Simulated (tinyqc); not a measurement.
From results back to parameters: polytypes by hexagonality, and a cubic inclusion as a quantum well. Five cases, with inputs chosen for the exercise.

Problem. A square well of depth V with masses m_w inside and m_b outside (first and second entry of m) binds its lowest level at the given depth below the barrier: k tan(k L/2) = (m_w/m_b) q, k = sqrt(m_w E/c), q = sqrt(m_b (V - E)/c), c = hbar^2/2m0. How many double layers wide is it?

Constants: hbar^2/2m0 = 3.80998211 eV angstrom^2.

Find: k; q; L; N.

Method. L = (2/k) arctan((m_w/m_b) q/k), and N = L/d.

Case 1.

Values chosen (out of a larger set: of the order of those of GaN; not measured data): m = (0.208, 0.215) m0 (electron mass along c in the cubic layer and in the host); d = 2.583 angstrom (thickness of a double layer).

V = 0.34100 eV
depth V - E = 0.03743 eV

Solution.

k = 0.1287 1/angstrom
q = 0.0460 1/angstrom
L = 5.17 angstrom
N = 2.0

Case 2.

Values chosen (out of a larger set: of the order of those of SiC; not measured data): m = (0.293, 0.341) m0 (electron mass along c in the cubic layer and in the host); d = 2.514 angstrom (thickness of a double layer).

V = 0.92450 eV
depth V - E = 0.28715 eV

Solution.

k = 0.2214 1/angstrom
q = 0.1603 1/angstrom
L = 5.03 angstrom
N = 2.0

Case 3.

Values chosen (out of a larger set: of the order of those of InP; not measured data): m = (0.075, 0.081) m0 (electron mass along c in the cubic layer and in the host); d = 3.384 angstrom (thickness of a double layer).

V = 0.11100 eV
depth V - E = 0.02043 eV

Solution.

k = 0.0422 1/angstrom
q = 0.0208 1/angstrom
L = 20.30 angstrom
N = 6.0

Case 4.

Values chosen (out of a larger set: of the order of those of GaAs; not measured data): m = (0.062, 0.069) m0 (electron mass along c in the cubic layer and in the host); d = 3.255 angstrom (thickness of a double layer).

V = 0.10400 eV
depth V - E = 0.05718 eV

Solution.

k = 0.0276 1/angstrom
q = 0.0322 1/angstrom
L = 58.59 angstrom
N = 18.0

Case 5.

Values chosen (out of a larger set: of the order of those of InAs; not measured data): m = (0.027, 0.028) m0 (electron mass along c in the cubic layer and in the host); d = 3.5 angstrom (thickness of a double layer).

V = 0.08300 eV
depth V - E = 0.01047 eV

Solution.

k = 0.0227 1/angstrom
q = 0.0088 1/angstrom
L = 31.50 angstrom
N = 9.0

Computed by tinyqc, one run a case: `OMP_NUM_THREADS=1 python tinyqc.py N N+1 out.jsonl` with N = 1880109, 1880126, 1880134, 1880136, 1880149; one thread of a shared Intel(R) Xeon(R) Processor @ 2.30GHz, about 0.08 s a run at most.
